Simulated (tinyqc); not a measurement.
Raising U: Hubbard chain of 3 sites, mean field against exact. Computed by the program tinyqc. Command: `OMP_NUM_THREADS=1 python tinyqc.py 113918 113919 out.jsonl`; one thread of a shared host (Intel(R) Xeon(R) Processor @ 2.60GHz), about 4 s.

one-body matrix (hopping and site energies) (eV):
```
         1        2        3
1   0.0000  -0.9100   0.0000
2  -0.9100   0.0000  -0.9100
3   0.0000  -0.9100   0.0000
```

electrons, up and down: 2  1

Collinear unrestricted mean field (the lowest of 40 random starts) against exact diagonalisation.

Exact and mean-field results (eV):

| U | U/t | E exact | E mean field | mean \|n_up - n_down\| | double occupancy, exact | first gap in the sector |
|---|---|---|---|---|---|---|
| 0.4600 | 0.5055 | -2.300155 | -2.289333 | 0.3677 | 0.1882 | 1.2228 |
| 0.9100 | 1.0000 | -2.059824 | -2.018734 | 0.4127 | 0.1678 | 1.1498 |
| 1.8200 | 2.0000 | -1.656281 | -1.516667 | 0.5556 | 0.1286 | 0.9901 |
| 2.7300 | 3.0000 | -1.351668 | -1.130959 | 0.7289 | 0.0960 | 0.8407 |
| 3.6400 | 4.0000 | -1.124822 | -0.877888 | 0.8375 | 0.0715 | 0.7158 |
| 5.4600 | 6.0000 | -0.825127 | -0.597762 | 0.9262 | 0.0416 | 0.5370 |
| 7.2800 | 8.0000 | -0.644018 | -0.451333 | 0.9584 | 0.0263 | 0.4232 |
| 10.9200 | 12.0000 | -0.442945 | -0.302265 | 0.9815 | 0.0128 | 0.2933 |
| 18.2000 | 20.0000 | -0.270317 | -0.181771 | 0.9933 | 0.0049 | 0.1798 |

In absolute terms mean field is worst at U/t = 4.0, 0.247 eV too high: at small U it is nearly exact, and at large U it misses only exchange-scale energies. Relative to the exact energy its error is 0.5 % at the smallest U, 33 % at most and 33 % at the largest. The double occupancy falls from 0.188 to 0.005; at the largest U the first gap is 0.99 times the exchange scale 4t^2/U.
